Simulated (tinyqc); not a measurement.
Worked calculation: armchair graphene nanoribbon in tight binding. Values are carried at full precision from step to step, so a last printed digit may differ when a step is redone from the rounded ones.

An armchair ribbon of N dimer lines, width (N - 1) sqrt3 acc/2, period 3 acc, one pz orbital a site. In line n, A_n binds to B_n with -t exp(ik/3), times (1 + d) in the two edge lines, and to B_(n-1) and B_(n+1) with -t exp(-ik/6); k runs from -pi to pi. For d = 0 the modes across the ribbon are sin(n p pi/(N + 1)), p = 1 to N, with E = -/+ t sqrt(1 + 4 c^2 + 4 c cos(k/2)), c = cos(p pi/(N + 1)).

Inputs chosen for the exercise (near those used for graphene; the results hold for these values, not for the real material): t = 2.53 eV (hopping); N = 3 (dimer lines); k = 2.29 (k times the period 3 acc); d = 0.07 (relative strengthening of the edge bonds).

## Transverse modes without edge correction

For each p give c, |E| at k = 0, t |1 + 2c|, and |E| at the given k.

Modes:
```
p        c  |E| at k = 0 (eV)  |E| at k (eV)
1   0.7071             6.1080         5.1653
2   0.0000             2.5300         2.5300
3  -0.7071             1.0480         3.4241
```

N = 3 = 3 x 1 + 0. No mode has c = -1/2; the nearest, p = 3, leaves a gap of 2.0959 eV.

## The Hamiltonian at k

Fill in the matrix.

H(k) (eV), rows A1, A2, A3, B1, B2, B3 and columns alike:
$$\begin{pmatrix}
0 & 0 & 0 & -1.9560-1.8715i & -2.3480+0.9423i & 0 \\
0 & 0 & 0 & -2.3480+0.9423i & -1.8280-1.7491i & -2.3480+0.9423i \\
0 & 0 & 0 & 0 & -2.3480+0.9423i & -1.9560-1.8715i \\
-1.9560+1.8715i & -2.3480-0.9423i & 0 & 0 & 0 & 0 \\
-2.3480-0.9423i & -1.8280+1.7491i & -2.3480-0.9423i & 0 & 0 & 0 \\
0 & -2.3480-0.9423i & -1.9560+1.8715i & 0 & 0 & 0
\end{pmatrix}$$

## Levels at k

Diagonalise H.

levels (eV): [-5.2385, -3.4484, -2.7071, 2.7071, 3.4484, 5.2385]

The levels come in pairs +E, -E because only A-B bonds occur.

## The gap with the edge correction

First order in d: for the mode p nearest to c = -1/2 the gap is 2t |1 + 2c + d w|, w = 4 sin^2(p pi/(N + 1))/(N + 1) being the weight on the two edge lines. Compare with twice the smallest |E| of H(0).

p = 3
w = 0.5000
gap to first order = 1.9188 eV
gap from H(0) = 1.9210 eV

First order misses the full value by -2.2 meV.

## Checks

- Positive levels of H(k) for d = 0 against the mode formula: they agree to 1e-10 or better.

Computed by tinyqc, a small Python program: `OMP_NUM_THREADS=1 python tinyqc.py 1481642 1481643 out.jsonl` (the numbers bound the seed that draws the inputs); one thread of a shared host (Intel(R) Xeon(R) Processor @ 2.30GHz), about 0.02 s for the whole set of steps.
